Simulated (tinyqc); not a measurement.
From results back to parameters: buckled dimers of a reconstructed (001) surface, two dangling bonds a dimer. Two cases, with inputs chosen for the exercise.

Problem. With tp the pi coupling of the two dangling bonds, gm their shift per height and kf the force constant (elastic energy kf z^2), an isolated buckled dimer has gap 2 gm^2/kf, buckling z with (gm z)^2 + tp^2 = (gm^2/kf)^2, and charge gm z/(gm^2/kf) moved to the up atom. The values come from hidden parameters.

Case 1.

gap = 1.102240 eV
z = 0.311646 angstrom
charge moved = 0.938694 e

Case 2.

gap = 1.362264 eV
z = 0.341027 angstrom
charge moved = 0.951286 e

Find: tp; gm; kf.

Solution. With x half the gap and c the charge: tp = x sqrt(1 - c^2), gm = x c/z, kf = gm^2/x.

Case 1.

tp = 0.19 eV
gm = 1.66 eV/angstrom
kf = 5.0 eV/angstrom^2

Case 2.

tp = 0.21 eV
gm = 1.90 eV/angstrom
kf = 5.3 eV/angstrom^2

Computed by tinyqc, one run a case: `OMP_NUM_THREADS=1 python tinyqc.py N N+1 out.jsonl` with N = 1450138, 1450242; one thread of a shared Intel(R) Xeon(R) Processor @ 2.30GHz, about 0.05 s a run at most.
